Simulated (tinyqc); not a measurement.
Worked calculation: Hueckel theory of the pi electrons with the omega technique, for the molecule Fc1cccc2ccccc12 (SMILES; centres numbered as the heavy atoms are written). One step of it, computed by the program tinyqc.

Task: Orbitals, round 1. Diagonalise; E = alpha + x beta with beta < 0, so the largest x are filled first; degenerate levels share their electrons. P = sum n_i c_ri c_si; each orbital has its largest coefficient positive (the first on a tie).

Hueckel matrix in units of beta (H = alpha + beta A):
```
           1F        2C        3C        4C        5C        6C        7C        8C
1F   2.830000  0.780000  0.000000  0.000000  0.000000  0.000000  0.000000  0.000000
2C   0.780000  0.000000  1.000000  0.000000  0.000000  0.000000  0.000000  0.000000
3C   0.000000  1.000000  0.000000  1.000000  0.000000  0.000000  0.000000  0.000000
4C   0.000000  0.000000  1.000000  0.000000  1.000000  0.000000  0.000000  0.000000
5C   0.000000  0.000000  0.000000  1.000000  0.000000  1.000000  0.000000  0.000000
6C   0.000000  0.000000  0.000000  0.000000  1.000000  0.000000  1.000000  0.000000
7C   0.000000  0.000000  0.000000  0.000000  0.000000  1.000000  0.000000  1.000000
8C   0.000000  0.000000  0.000000  0.000000  0.000000  0.000000  1.000000  0.000000
9C   0.000000  0.000000  0.000000  0.000000  0.000000  0.000000  0.000000  1.000000
10C  0.000000  0.000000  0.000000  0.000000  0.000000  0.000000  0.000000  0.000000
11C  0.000000  1.000000  0.000000  0.000000  0.000000  1.000000  0.000000  0.000000

           9C       10C       11C
1F   0.000000  0.000000  0.000000
2C   0.000000  0.000000  1.000000
3C   0.000000  0.000000  0.000000
4C   0.000000  0.000000  0.000000
5C   0.000000  0.000000  0.000000
6C   0.000000  0.000000  1.000000
7C   0.000000  0.000000  0.000000
8C   1.000000  0.000000  0.000000
9C   0.000000  1.000000  0.000000
10C  1.000000  0.000000  1.000000
11C  0.000000  1.000000  0.000000
```

pi electrons, sum of z_r less the charge = 12

Give: x values; occupations; coefficients; charge and bond-order matrix P.

Result:

x values: 3.097  2.243  1.594  1.246  1.000  0.569  -0.649  -1.000  -1.327  -1.628  -2.314

occupations: 2.000  2.000  2.000  2.000  2.000  2.000  0.000  0.000  0.000  0.000  0.000

coefficients:
```
       MO1     MO2     MO3     MO4     MO5     MO6     MO7     MO8
1F   0.924  -0.246  -0.117   0.176   0.000   0.146   0.093   0.000
2C   0.316   0.185   0.186  -0.358   0.000  -0.423  -0.417   0.000
3C   0.118   0.180   0.406  -0.215   0.408  -0.310   0.228   0.408
4C   0.050   0.217   0.461   0.090   0.408   0.247   0.269  -0.408
5C   0.038   0.308   0.329   0.327   0.000   0.450  -0.402   0.000
6C   0.066   0.473   0.063   0.318  -0.408   0.009  -0.008   0.408
7C   0.026   0.325  -0.211   0.437   0.000  -0.400   0.437   0.000
8C   0.016   0.256  -0.399   0.228   0.408  -0.237  -0.276  -0.408
9C   0.022   0.249  -0.425  -0.154   0.408   0.265  -0.258   0.408
10C  0.052   0.302  -0.278  -0.419   0.000   0.388   0.444   0.000
11C  0.140   0.428  -0.018  -0.369  -0.408  -0.045  -0.030  -0.408

        MO9    MO10    MO11
1F   -0.076   0.051   0.048
2C    0.405  -0.290  -0.319
3C   -0.147   0.428   0.238
4C   -0.211  -0.406  -0.231
5C    0.426   0.234   0.296
6C   -0.354   0.026  -0.455
7C    0.376  -0.281   0.294
8C   -0.144   0.432  -0.224
9C   -0.185  -0.422   0.226
10C   0.389   0.256  -0.298
11C  -0.331   0.005   0.463
```

charge and bond-order matrix P:
```
         1F      2C      3C      4C      5C      6C      7C      8C
1F    1.961   0.200  -0.131  -0.019   0.087  -0.011  -0.024   0.008
2C    0.200   0.952   0.709   0.011  -0.355   0.005   0.084  -0.006
3C   -0.131   0.709   1.041   0.607  -0.033  -0.239   0.012   0.154
4C   -0.019   0.011   0.607   0.997   0.722  -0.001  -0.169   0.002
5C    0.087  -0.355  -0.033   0.722   1.029   0.554  -0.011  -0.169
6C   -0.011   0.005  -0.239  -0.001   0.554   0.999   0.555   0.001
7C   -0.024   0.084   0.012  -0.169  -0.011   0.555   1.005   0.724
8C    0.008  -0.006   0.154   0.002  -0.169   0.001   0.724   0.999
9C    0.041  -0.167  -0.016   0.155   0.014  -0.241  -0.005   0.604
10C  -0.021   0.013  -0.166  -0.004   0.082  -0.002  -0.362   0.002
11C  -0.090   0.542   0.025  -0.238  -0.019   0.519   0.006  -0.242

         9C     10C     11C
1F    0.041  -0.021  -0.090
2C   -0.167   0.013   0.542
3C   -0.016  -0.166   0.025
4C    0.155  -0.004  -0.238
5C    0.014   0.082  -0.019
6C   -0.241  -0.002   0.519
7C   -0.005  -0.362   0.006
8C    0.604   0.002  -0.242
9C    1.007   0.723  -0.009
10C   0.723   0.995   0.558
11C  -0.009   0.558   1.016
```
